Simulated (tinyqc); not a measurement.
Worked calculation: solubility, supersaturation, precipitation and gettering of an impurity in a silicon-like host. Computed by tinyqc, a small Python program that keeps every step. Command: `OMP_NUM_THREADS=1 python tinyqc.py 3011984 3011985 out.jsonl ripen walk`. One thread of a shared host (Intel(R) Xeon(R) Processor @ 2.30GHz), about 0.01 s of CPU time with the checks. Intermediate numbers are printed to about 6 digits and carried at full precision; extremes and crossings named in words are read from the listed rows.

The wafer was saturated at T1 and is then held at T.

Inputs (values chosen for the exercise, for a model impurity):

| quantity | value | unit |
|---|---|---|
| site density N0 | 5e+22 | 1/cm^3 |
| enthalpy of solution H | 1.44 | eV |
| entropy of solution S | 0.55 | k_B |
| diffusion prefactor D0 | 0.12 | cm^2/s |
| migration energy Q | 2.35 | eV |
| temperature of saturation T1 | 1475 | K |
| anneal temperature T | 1256 | K |
| sink density n | 8.9e+11 | 1/cm^3 |
| initial sink radius r0 | 8.6 | nm |
| impurity density in the precipitate C_p | 3e+22 | 1/cm^3 |
| interface energy gamma | 0.66 | J/m^2 |
| anneal time t | 220 | s |
| wafer thickness w | 200 | micrometre |

Gettering: relaxation gettering at sinks.

Constants: k_B = 8.617333262e-05 eV/K; k_B = 1.380649e-23 J/K.

## Solubility, diffusivity, supersaturation

C_eq(T) = N0 exp(S/k_B - H/(k_B T)); D(T) = D0 exp(-Q/(k_B T)); C0 = C_eq(T1). Supersaturation s = C0/C_eq(T); critical radius r* = 2 gamma/(C_p k_B T ln s); barrier W* = (4 pi/3) gamma r*^2. Strain energy is left out.

C0 = 1.04146e+18 1/cm^3

C_eq(T) = 1.44458e+17 1/cm^3

D(T) = 4.46334e-11 cm^2/s

supersaturation s = 7.20940

critical radius r* = 1.28448 nm

W*/(k_B T) = 263.036

Sinks of radius r0 are above r* and grow. Homogeneous nucleation is out of reach, so only existing sinks act.

## Ham's law for sinks of fixed radius

tau0 = 1/(4 pi n r0 D); C_fixed(t) = C_eq + (C0 - C_eq) exp(-t/tau0). If all excess precipitates, the final radius is r_f = [r0^3 + 3 (C0 - C_eq)/(4 pi n C_p)]^(1/3), with tau_f = 1/(4 pi n r_f D).

tau0 = 2329.39 s

C_fixed(t) = 9.60618e+17 1/cm^3

final radius r_f = 20.5327 nm

tau_f = 975.651 s

The sinks grow 2.4 times, so the fixed radius underrates the later rate.

## Growing precipitates

Growing sinks: with y = r/r_f and y0 = r0/r_f, dy/dt = (1 - y^3)/(3 tau_f y), which integrates to t/tau_f = F(y) - F(y0), F(y) = (1/2) ln[(1 + y + y^2)/(1 - y)^2] - sqrt(3) arctan[(2y + 1)/sqrt(3)]; the share of the excess left is (1 - y^3)/(1 - y0^3), and C(t) = C_eq + (C0 - C_eq) x share.

radius at t = 11.3880 nm

share of the excess left = 0.895165

C(t) with growing sinks = 9.47421e+17 1/cm^3

10.5 % of the excess has precipitated.

## Denuded zone

Near a surface held at C_eq(T) the excess decays by out-diffusion over sqrt(D t) and by capture over L_s = sqrt(D tau_f) = (4 pi n r_f)^(-1/2); the shorter length sets the depth from which the surface draws.

sqrt(D t) = 0.990926 micrometre

capture length L_s = 2.08678 micrometre

L_s/w = 0.0104339

In the time given a surface draws only from within about sqrt(D t), which is shorter than L_s; in a longer anneal the sinks would keep this depth to about L_s.

## The best anneal temperature for the time t

C_eq(T) = N0 exp(S/k_B - H/(k_B T)); D(T) = D0 exp(-Q/(k_B T)); C0 = C_eq(T1). r_f = [r0^3 + 3 (C0 - C_eq)/(4 pi n C_p)]^(1/3), tau_f = 1/(4 pi n r_f D).

Dissolved share after t:

| T (K) | C_eq/C0 | tau_f (s) | C(t)/C0 |
|---|---|---|---|
| 664 | 9.78477e-07 | 2.37796e+11 | 1.000000 |
| 767 | 2.87267e-05 | 9.57075e+08 | 1.000000 |
| 885 | 5.24654e-04 | 8.35936e+06 | 0.999989 |
| 1003 | 4.83745e-03 | 2.23024e+05 | 0.999607 |
| 1121 | 2.79419e-02 | 1.28404e+04 | 0.993196 |
| 1239 | 1.15564e-01 | 1.30351e+03 | 0.932309 |
| 1342 | 3.25372e-01 | 2.61497e+02 | 0.717919 |
| 1416 | 6.23723e-01 | 1.07298e+02 | 0.695342 |

The lowest dissolved share among these rows is 0.70 at 1416 K. Diffusion limits all rows, so hotter is better throughout. Solubility falls with H = 1.44 eV and diffusion with Q = 2.35 eV.

Checks made by the program: radius against numerical integration (relative difference below 1e-10).
